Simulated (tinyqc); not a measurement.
Disorder broadening of a semi-elliptic band in the self-consistent Born approximation: two steps of the calculation.

The local Green function is G = g0(z - Sigma) with z = E + i eta and g0(z) = (z - sqrt(z - 2t) sqrt(z + 2t))/(2 t^2), principal roots; the self-energy is Sigma = D G. The density of states is -Im G/pi.

Values chosen for this exercise: hopping t = 1 eV; variance of the random site energy D = 0.051 eV^2; bare broadening eta = 0.01 eV; energy from the band centre E = -0.128 eV; mixing mix = 1.

Constants: q = 1.602176634e-19 C, hbar = 1.054571817e-34 J s. Results are converted to the units shown.

Problem 1. Born step. G = g0(z - Sigma), Sigma(out) = D G, Sigma(new) = Sigma + mix (Sigma(out) - Sigma).

Sigma at the start = 0.0000000+0.0000000i eV

Find: G; Sigma(out); Sigma after iteration 1.

Solution 1.

G = -0.06368-0.99296i 1/eV
Sigma(out) = -0.003248-0.050641i eV
Sigma after iteration 1 = -0.003248-0.050641i eV

Sigma(out) of this first step, from Sigma = 0, is the plain (first) Born approximation.

Problem 2. Density of states and lifetime. G = Sigma/D, density of states -Im G/pi, lifetime hbar/(2 |Im Sigma|); without disorder the density of states is -Im g0(z)/pi. Closed form: G = (z - sqrt(z^2 - 4 (t^2 + D)))/(2 (t^2 + D)) with the root that gives Im G < 0; for eta -> 0 a semi-ellipse of half-width 2 sqrt(t^2 + D).

converged Sigma = -0.003090438-0.049408156i eV

Find: density of states; lifetime; density of states without disorder.

Solution 2.

density of states = 0.3084 1/eV
lifetime = 6.661 fs
density of states without disorder = 0.3161 1/eV

Disorder makes the density of states at this energy 2.4 % below the clean value.

Range of the model: The self-consistent Born approximation misses band tails from rare fluctuations and localisation.

Computed by the program tinyqc: `OMP_NUM_THREADS=1 python tinyqc.py 2720005 2720006 out.jsonl`, one thread of a shared Intel Xeon 2.30GHz, about 0.01 s for the whole run.
